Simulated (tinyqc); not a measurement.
Deep level as a short-range spherical well, step by step. Values are carried at full precision from step to step, so a last printed digit may differ when a step is redone from the rounded ones.

A spherical well of radius R and depth V0 below the conduction edge, one mass m, c = hbar^2/2m0. The s level at binding Et solves k cot(k R) = -kappa with k = sqrt(m (V0 - Et)/c), kappa = sqrt(m Et/c); it exists for V0 > Vc = c (pi/2R)^2/m. Outside, psi falls as exp(-kappa r)/r.

Constants: hbar^2/2m0 = 3.80998211 eV angstrom^2; fine-structure constant alpha = 0.007297352564; hc = 1239.841984 eV nm; kB = 8.617333262e-05 eV/K; hbar = 6.58211957e-16 eV s.

Parameters, chosen for this exercise (near those of Ge; the results hold for these values, not for the real material): R = 3.2 angstrom (radius of the well); V0 = 8.89 eV (depth of the well); m = 0.124 m0 (mass); n_r = 3.99 (refractive index); gv = 4 (valleys); sn = 0.16 x 1e-16 cm^2 (capture cross-section); T = 300 K (temperature).

## The bound level

Solve for Et; the share outside is [sin^2(kR)/(2 kappa)]/[sin^2(kR)/(2 kappa) + R/2 - sin(2kR)/(4k)].

Et = 0.1607 eV
k = 0.5330 1/angstrom
kappa = 0.0723 1/angstrom
share outside = 0.797
Vc = 7.404 eV

The well is 1.20 times the critical depth. Since dEt/dV0 equals the share inside, 0.20, a 1 % change of V0 moves Et by 11.2 %. The decay length is 13.8 angstrom, 4.3 times R.

## Peak of the photo-ionisation cross-section

Lucovsky model (delta well, plane-wave final states, no local-field factor): sigma = (32 pi alpha c/(3 n_r m Et)) (x - 1)^(3/2)/x^3, x = h nu/Et, c = hbar^2/2m0; 1 angstrom^2 = 1e-16 cm^2.

The maximum lies at x = 2. Give the photon energy, its wavelength and sigma there.

h nu = 0.321 eV
wavelength = 3858 nm
sigma = 146 x 1e-18 cm^2

With 80 % of the state outside the well the delta-well form is a fair model.

## Thermal emission

Thermal emission e = sn v Nc exp(-Et/kB T), v = sqrt(6 c kB T/m)/hbar, Nc = 2 gv (m kB T/(4 pi c))^(3/2), c = hbar^2/2m0, one mass for both, degeneracy ratio 1; 1 angstrom = 1e-8 cm.

Give v, Nc, e and 1/e.

v = 3.317 x 1e7 cm/s
Nc = 4.383 x 1e18/cm^3
e = 4.65e+06 1/s
1/e = 2.15e-07 s

## Checks

- Et from the radial equation on a grid against the matching condition, eV: both 0.16.

Run: tinyqc, `OMP_NUM_THREADS=1 python tinyqc.py 1281871 1281872 out.jsonl`; Intel(R) Xeon(R) Processor @ 2.30GHz, one thread, shared host; about 0.01 s of CPU time with all checks.
